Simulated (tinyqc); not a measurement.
Worked calculation: Jacobi rotations on a symmetric matrix. One step of it, computed by the program tinyqc.

Task: Jacobi rotation 1. Take the largest off-diagonal element A_pq; tan 2 theta = 2 A_pq / (A_qq - A_pp) with |theta| <= pi/4; A' = J^T A J with J_pp = J_qq = cos, J_pq = sin, J_qp = -sin.

A:
$$\begin{pmatrix}
1.219000 & 0.064000 & -0.138000 & -0.316000 & 0.125000 \\
0.064000 & 1.755000 & 0.499000 & -0.192000 & 0.086000 \\
-0.138000 & 0.499000 & 2.572000 & -0.171000 & -0.067000 \\
-0.316000 & -0.192000 & -0.171000 & 2.900000 & 0.147000 \\
0.125000 & 0.086000 & -0.067000 & 0.147000 & 3.082000
\end{pmatrix}$$

Give: p, q, theta; A'.

Result:

p, q, theta (rad): [2.000, 3.000, 0.442]

A':
$$\begin{pmatrix}
1.219 & 0.117 & -0.097 & -0.316 & 0.125 \\
0.117 & 1.519 & 0.000 & -0.100 & 0.106 \\
-0.097 & 0.000 & 2.808 & -0.237 & -0.024 \\
-0.316 & -0.100 & -0.237 & 2.900 & 0.147 \\
0.125 & 0.106 & -0.024 & 0.147 & 3.082
\end{pmatrix}$$
